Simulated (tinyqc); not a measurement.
Grain-boundary diffusion: Harrison regimes, Fisher and Le Claire analysis, Hart average: one step, computed by the program tinyqc. Command: `OMP_NUM_THREADS=1 python tinyqc.py 3009639 3009640 out.jsonl gbdiff walk`. One thread of a shared host (Intel(R) Xeon(R) Processor @ 2.30GHz), about 0.01 s of CPU time with the checks.

A boundary is a slab of width delta with diffusivity D_b, normal to a surface held at constant concentration; it leaks into grains of diffusivity D.

Question. Regime. l = sqrt(D t); P = s delta D_b; alpha = s delta/(2 l); beta = P/(2 D l). Regime A if l > 3 d, C if alpha > 1, B if alpha < 0.1, l < d/4 and beta > 10, otherwise a transition.

Inputs (values chosen for the exercise, for a model polycrystal):

| quantity | value | unit |
|---|---|---|
| boundary width delta | 0.41 | nm |
| segregation factor s | 10 | - |
| grain size d | 0.12 | um |
| temperature T | 1130 | K |
| time t | 7800 | s |

D = 2.072359e-22 m^2/s

triple product P = 6.288084e-24 m^3/s

Give: lattice diffusion length l; alpha; beta; regime.

Answer.

lattice diffusion length l = 0.0012714 um

alpha = 1.6124

beta = 1.1933e+07

Regime: C

The lattice is frozen: material stays in the boundaries and D_b itself is measured.
